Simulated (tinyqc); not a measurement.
Raman shift of the zone-centre optical phonon of a diamond-structure crystal under stress: one step, computed by the program tinyqc. Command: `OMP_NUM_THREADS=1 python tinyqc.py 3001095 3001096 out.jsonl ramanstress walk`. One thread of a shared host (Intel(R) Xeon(R) Processor @ 2.30GHz), about 0.01 s of CPU time with the checks.

Axes x, y, z are the cube axes. Strain shifts the threefold optical mode and can split it; p, q and r are the phonon deformation potentials.

Task: Stress and strain tensors. Uniaxial stress along the unit vector n of the axis: sigma_ij = sigma n_i n_j. eps_xx = S11 sigma_xx + S12 (sigma_yy + sigma_zz), and cyclic; eps_xy = S44 sigma_xy/2 (tensor strain).

Inputs (values chosen for the exercise, modelled on germanium): stress sigma (tension positive) = -1.1 GPa.

Stress state: uniaxial. Axis: [110].

S44 = 14.94992 1/TPa

S11 = 9.678058 1/TPa

S12 = -2.616016 1/TPa

Give: stress; strain; volume strain.

Result:

stress (GPa):
```
       x      y     z
x  -0.55  -0.55  0.00
y  -0.55  -0.55  0.00
z   0.00   0.00  0.00
```

strain (per mille):
```
        x       y      z
x  -3.884  -4.111  0.000
y  -4.111  -3.884  0.000
z   0.000   0.000  2.878
```

volume strain = -4.891 per mille
